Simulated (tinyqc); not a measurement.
## Four-point probe at the centre of a round wafer

Four collinear probes with spacing s at the centre of a thin disc of diameter d with an insulating edge: Rs = C V/I, C = pi/{ln 2 + ln[((d/s)^2 + 3)/((d/s)^2 - 3)]}; C tends to pi/ln 2 = 4.5324. x = d/s.

Inputs (values chosen for the exercise):
```
symbol   value        unit                     meaning
ns      6.1e12       cm^-2  sheet density of the layer
mu         670  cm^2/(V s)              drift mobility
I           50          uA                     current
```

Constants: q = 1.602176634e-19 C. Results are converted to the units shown.

Four-point probe at the centre of a round wafer:

| x | C | C over its limit | V for Rs = 1/(q ns mu) (mV) |
|---|---|---|---|
| 3 | 2.2662 | 0.50000 | 33.695 |
| 3.5 | 2.6331 | 0.58096 | 28.999 |
| 4 | 2.9289 | 0.64621 | 26.071 |
| 5 | 3.3625 | 0.74188 | 22.709 |
| 7.5 | 3.9274 | 0.86653 | 19.442 |
| 10 | 4.1712 | 0.92031 | 18.306 |
| 15 | 4.3644 | 0.96295 | 17.495 |
| 20 | 4.4364 | 0.97882 | 17.212 |
| 40 | 4.5080 | 0.99462 | 16.938 |
| 100 | 4.5284 | 0.99914 | 16.862 |

C rises from 2.266 to 4.528. Using 4.5324 overstates Rs by 100 % in the first row and by under 1 % from d/s = 40 on among the rows.

Numbers from tinyqc (`OMP_NUM_THREADS=1 python tinyqc.py 2850133 2850134 out.jsonl`; about 0.01 s on one thread of a shared Intel Xeon 2.30GHz).
